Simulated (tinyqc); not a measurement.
CIS on RHF in the sto-3g basis, for H4, spin multiplicity 1, step by step. One step of it, computed by the program tinyqc.

Task: CIS singlet states. Diagonalise A (1 hartree = 27.211386 eV); each vector has its largest component positive (the first on a tie). The transition dipole is mu = sqrt2 sum c_ia <i|r|a>.

CIS matrix A, singlet (hartree), order 1>3, 1>4, 2>3, 2>4:
$$\begin{pmatrix}
0.758352 & 0.000000 & 0.000000 & 0.059540 \\
0.000000 & 0.998138 & -0.001405 & 0.000000 \\
0.000000 & -0.001405 & 0.464138 & 0.000000 \\
0.059540 & 0.000000 & 0.000000 & 0.829704
\end{pmatrix}$$

dipole integrals <i|r|a> (bohr), order 1>3, 1>4, 2>3, 2>4:
$$\begin{pmatrix}
0.000000 & 0.000000 & -1.053945 \\
0.000000 & 0.000000 & 0.000000 \\
0.000000 & 0.000000 & 0.000000 \\
0.000000 & 0.000000 & -0.993686
\end{pmatrix}$$

Give: singlet excitation energies; lowest vectors; oscillator strengths 2/3 w |mu|^2.

Result:

singlet excitation energies (eV): [12.6297, 19.7178, 23.4954, 27.1608]

lowest vectors, order 1>3, 1>4, 2>3, 2>4:
$$\begin{pmatrix}
0.0000 & 0.8701 & 0.4930 & 0.0000 \\
0.0026 & 0.0000 & 0.0000 & 1.0000 \\
1.0000 & 0.0000 & 0.0000 & -0.0026 \\
0.0000 & -0.4930 & 0.8701 & 0.0000
\end{pmatrix}$$

oscillator strengths 2/3 w |mu|^2: [0.0000, 0.1763, 2.2055, 0.0000]
